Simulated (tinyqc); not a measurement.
Length of a polyene: Hueckel, PPP and singles CI along the polyenes. Computed by the program tinyqc. Hueckel uses the same beta without repulsion; CIS keeps all single excitations and so misses the low, doubly excited 2Ag state. W is the valence ionisation energy of a centre, MN the Mataga-Nishimoto formula, f the oscillator strength.

All-trans chains of carbon centres 1.40 angstrom apart:

| parameter | value |
|---|---|
| beta (eV), times 1 +/- alternation | -2.700000 |
| alternation | 0.050000 |
| W (eV) | 11.160000 |
| gamma_rr (eV) | 9.810000 |
| repulsion formula | Ohno |

Gaps and excitations (eV):

| centres | Hueckel gap | PPP orbital gap | bright singlet (CIS) | f | lowest triplet (CIS) |
|---|---|---|---|---|---|
| 2 | 5.670 | 12.769 | 7.026 | 0.602 | 4.314 |
| 6 | 2.741 | 8.547 | 4.494 | 1.616 | 2.361 |
| 8 | 2.223 | 7.696 | 3.907 | 2.046 | 2.016 |
| 10 | 1.890 | 7.136 | 3.501 | 2.437 | 1.808 |
| 12 | 1.660 | 6.744 | 3.207 | 2.797 | 1.673 |

Estimate the missing row, centres = 4.

Computed row:
```
centres  Hueckel gap  PPP orbital gap  bright singlet (CIS)      f  lowest triplet (CIS)
4              3.658            9.966                 5.412  1.140                 2.993
```

The Hueckel gap tends to 4 x alternation x |beta| = 0.54 eV for long chains. Exchange opens the PPP orbital gap, and the attraction of electron and hole brings the bright state 3.54 eV below it at 12 centres; the triplet lies 1.53 eV lower still.
